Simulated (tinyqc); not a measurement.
Trading HF for NH4F at fixed fluoride: speciation in dilute and buffered hydrofluoric acid, oxide etch rate and bath loading. Computed by tinyqc, a small Python program. Command: `OMP_NUM_THREADS=1 python tinyqc.py 3120643 3120644 out.jsonl hfetch walk`. One thread of a shared host (Intel(R) Xeon(R) Processor @ 2.30GHz), about 0.01 s of CPU time with the checks.

Concentrations stand for activities, NH4+ and Cl- are spectators, and water ionisation is neglected. H, F and HF2 denote the ions H+, F- and HF2-. The base temperature is 298 K.

Inputs (values chosen for the exercise, of the order of those for thermal oxide at room temperature):

| quantity | value | unit |
|---|---|---|
| HF added | 0.032 | mol/L |
| NH4F added | 0.039 | mol/L |
| K1 = [H][F]/[HF] | 0.000701 | mol/L |
| K2 = [HF2]/([HF][F]) | 4.2 | L/mol |
| K3 = [H2F2]/[HF]^2 | 2.92 | L/mol |
| rate constant of neutral HF k_a | 16 | nm L/(min mol) |
| rate constant of HF2 k_b | 46 | nm L/(min mol) |

Method:
- Fluoride balance: [HF] + [F] + 2 [HF2] + 2 [H2F2] = HF added + NH4F added. Acid balance: [H] + [HF] + [HF2] + 2 [H2F2] = HF added + HCl added. For a trial [H], [HF] = [H][F]/K1, and the fluoride balance is a quadratic in [F].
- Rate = k_a ([HF] + 2 [H2F2]) + k_b [HF2], an empirical two-term form.
- Total fluoride is held at HF + NH4F added, without HCl; x is the share added as HF.

Against x:

| x | pH | [F] (mol/L) | [HF] (mol/L) | [HF2] (mol/L) | rate (nm/min) |
|---|---|---|---|---|---|
| 0.05 | 4.5444 | 0.066717 | 0.002717 | 0.0007613 | 0.0792 |
| 0.15 | 4.0093 | 0.058445 | 0.008160 | 0.0020031 | 0.2289 |
| 0.30 | 3.6117 | 0.046744 | 0.016303 | 0.0032006 | 0.4329 |
| 0.40 | 3.4137 | 0.039398 | 0.021681 | 0.0035877 | 0.5559 |
| 0.50 | 3.2338 | 0.032410 | 0.026989 | 0.0036738 | 0.6689 |
| 0.60 | 3.0580 | 0.025789 | 0.032188 | 0.0034864 | 0.7722 |
| 0.75 | 2.7776 | 0.016648 | 0.039635 | 0.0027713 | 0.9084 |
| 0.90 | 2.4430 | 0.008968 | 0.046130 | 0.0017375 | 1.0168 |
| 1.00 | 2.1900 | 0.005349 | 0.049264 | 0.0011068 | 1.0659 |

What does the comparison show, and why?

[HF2] is largest at x = 0.5 and the rate at x = 1 among these rows; HF2 needs both HF and F.

Extremes, crossings and ranges named in words are read from the listed rows.
